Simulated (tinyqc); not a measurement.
Raising U: Hubbard chain of 5 sites, mean field against exact. Computed by the program tinyqc. Collinear unrestricted mean field (the lowest of 40 random starts) against exact diagonalisation.

one-body matrix (hopping and site energies) (eV):
```
,1,2,3,4,5
1,0.0000,-1.5700,0.0000,0.0000,0.0000
2,-1.5700,0.0000,-1.5700,0.0000,0.0000
3,0.0000,-1.5700,0.0000,-1.5700,0.0000
4,0.0000,0.0000,-1.5700,0.0000,-1.5700
5,0.0000,0.0000,0.0000,-1.5700,0.0000
```

electrons, up and down: 3  2

Exact and mean-field results (eV):
```
U,U/t,E exact,E mean field,mean |n_up - n_down|,"double occupancy, exact",first gap in the sector
0.7900,0.5032,-7.698149,-7.662204,0.2318,0.2123,1.4963
1.5700,1.0000,-6.911616,-6.772705,0.2783,0.1910,1.4113
3.1400,2.0000,-5.580018,-5.101882,0.4597,0.1488,1.2241
4.7100,3.0000,-4.560329,-3.824061,0.6835,0.1123,1.0445
6.2800,4.0000,-3.795433,-2.988222,0.8098,0.0840,0.8913
9.4200,6.0000,-2.782458,-2.048999,0.9127,0.0489,0.6691
12.5600,8.0000,-2.170656,-1.551421,0.9504,0.0309,0.5271
18.8400,12.0000,-1.492266,-1.041191,0.9779,0.0150,0.3651
31.4000,20.0000,-0.910454,-0.626821,0.9920,0.0057,0.2236
```

What does the comparison show, and why?

In absolute terms mean field is worst at U/t = 4.0, 0.807 eV too high: at small U it is nearly exact, and at large U it misses only exchange-scale energies. Relative to the exact energy its error is 0.5 % at the smallest U, 31 % at most and 31 % at the largest. The double occupancy falls from 0.212 to 0.006; at the largest U the first gap is 0.71 times the exchange scale 4t^2/U.
